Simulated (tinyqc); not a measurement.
# Thin film between two gates, subbands and threshold shift from confinement, step by step

tinyqc, about 0.06 s, one thread, Intel Xeon 2.30GHz (shared host): `OMP_NUM_THREADS=1 python tinyqc.py 2350047 2350048 out.jsonl` Printed values are rounded.

Undoped body with a flat potential across it, hard walls, transport along x. Three valley pairs (g = 2 each) with the longitudinal mass along x, y or z. Non-parabolicity enters the subband edges through E (1 + al E) = gamma, so E = 2 gamma/(1 + sqrt(1 + 4 al gamma)); motion within a subband is taken as parabolic with the band-edge mass. Energies are counted from the bulk band edge.

Inputs (values chosen for the exercise); masses close to those of silicon: temperature T = 300 K; longitudinal mass ml = 0.907 m0; transverse mass mt = 0.193 m0; non-parabolicity al = 0 1/eV; film thickness (along z) t = 5.2 nm; widening of the box by penetration into the insulator dl = 0.2 nm.

Constants: q = 1.602176634e-19 C, kB = 1.380649e-23 J/K, hbar = 1.054571817e-34 J s, m0 = 9.1093837015e-31 kg, Vt = kB T/q, hbar^2/(2 m0) = 0.0380998212 eV nm^2. Results are converted to the units shown.

## Lowest subbands

gamma = C (pi k/(t + dl))^2/mz, C = hbar^2/(2 m0). List the 6 lowest, labelled by valley axis and quantum numbers, with degeneracy g and N_k: N_k = g sqrt(mx my) m0 kB T/(pi hbar^2).

```
subband    E_k (eV)  g  N_k (cm^-2)
z1       0.01421765  2  4.168489e12
z2       0.05687061  2  4.168489e12
x1       0.06681560  2  9.036570e12
y1       0.06681560  2  9.036570e12
z3        0.1279589  2  4.168489e12
z4        0.2274824  2  4.168489e12
```

## Threshold shift

Each subband has N_k = g sqrt(mx my) m0 kB T/(pi hbar^2); without degeneracy n = exp(EF/Vt) sum N_k exp(-E_k/Vt). Classical value Nc times t, Nc = sum over valleys of 2 g (m m0 kB T/(2 pi hbar^2))^1.5 with m = (mx my mz)^(1/3). Threshold shift dVT = Vt ln(classical value/sum N_k exp(-E_k/Vt)). Use the subbands listed.

shares, subband z1 to z4 (%): 56.45133  10.84266  15.99899  15.99899  0.69328  0.01476
sum N_k exp(-E_k/Vt) = 4.260479e12 cm^-2
Nc = 2.767478e19 cm^-3
classical value = 1.439089e13 cm^-2
dVT = 31.46740 mV

With all subbands dVT = 31.46 mV. The lowest edge lies at 14.2 meV; dVT is larger than that, since sum N_k exp(-(E_k - E_1)/Vt) falls short of the classical value.
